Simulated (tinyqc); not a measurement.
# Which input was changed?

Model: dopant redistribution at a moving silicon-oxide interface during parabolic oxidation. Computed by tinyqc, a small Python program. Command: `OMP_NUM_THREADS=1 python tinyqc.py 3030834 3030835 out.jsonl segox which`. One thread of a shared host (Intel(R) Xeon(R) Processor @ 2.30GHz), about 0.04 s of CPU time with the checks.

Uniformly doped silicon is oxidised with x_ox = sqrt(B t); the interface advances into the silicon by alpha x_ox, alpha = 0.44. The dopant does not move in the oxide, and at the interface C(silicon) = m C(oxide).

Inputs (values chosen for the exercise, modelled on phosphorus in silicon under dry oxygen): dopant prefactor D0 = 4.12 cm^2/s; dopant activation energy E = 3.7 eV; oxidation prefactor B0 = 840 um^2/h; oxidation activation energy E_B = 1.22 eV; segregation coefficient m = C(silicon)/C(oxide) = 12; bulk doping C_B = 4.3e+16 1/cm^3; temperature T = 1100 C; time t = 5 h.

Constants: k_B = 8.617333262e-05 eV/K.

Method:
- D = D0 exp(-E/(k_B T)), converted with 1 cm^2/s = 3.6e11 um^2/h; B = B0 exp(-E_B/(k_B T)); s = alpha sqrt(B/(4 D)), the interface advance over 2 sqrt(D t).
- Temperatures in kelvin are T(C) + 273.15.
- With the dopant diffusivity D and s = alpha x_ox/(2 sqrt(D t)), in the silicon C = C_B + (C_s - C_B) erfc(y/(2 sqrt(D t)))/erfc(s), y from the original surface. Dopant balance at the interface gives C_s/C_B = 1/[1 + (1/(m alpha) - 1) g], g = sqrt(pi) s exp(s^2) erfc(s).
- Consumed silicon held alpha x_ox C_B; the oxide holds x_ox times the dopant concentration in the oxide; the difference is the excess in the silicon; 1 um = 1e-4 cm.

Problem. One of these inputs alone was changed, within the range given: dopant activation energy E (3 to 4.4); oxidation activation energy E_B (0.61 to 1.6); segregation coefficient m = C(silicon)/C(oxide) (6 to 24); bulk doping C_B (2.15e+16 to 8.6e+16). Which one, and to what value?

Results:
```
run             s  excess in the silicon (1/cm^2)  ratio C_s/C_B
before  0.1862299                    5.358006e+11       1.281174
after   0.7384091                    1.644183e+12       2.185207
```

Solution.

Each candidate set to reproduce s, and what it then gives:
```
candidate                                             range searched  value needed  excess in the silicon (1/cm^2)  ratio C_s/C_B
dopant activation energy E (eV)                             3 to 4.4         4.026                      4.1467e+11         2.1852
oxidation activation energy E_B (eV)                     0.61 to 1.6        0.8940                      1.6442e+12         2.1852
segregation coefficient m = C(silicon)/C(oxide)              6 to 24     no effect                               -              -
bulk doping C_B (1/cm^3)                         2.15e+16 to 8.6e+16     no effect                               -              -
```

Only oxidation activation energy E_B fits every result: it went from 1.22 to 0.894 eV. The next best candidate, dopant activation energy E, misses one result by 75 %.

Caution: parabolic growth needs an oxide much thicker than the Deal-Grove length A, which fails for thin films and low temperatures; oxidation-enhanced or retarded diffusion is ignored.
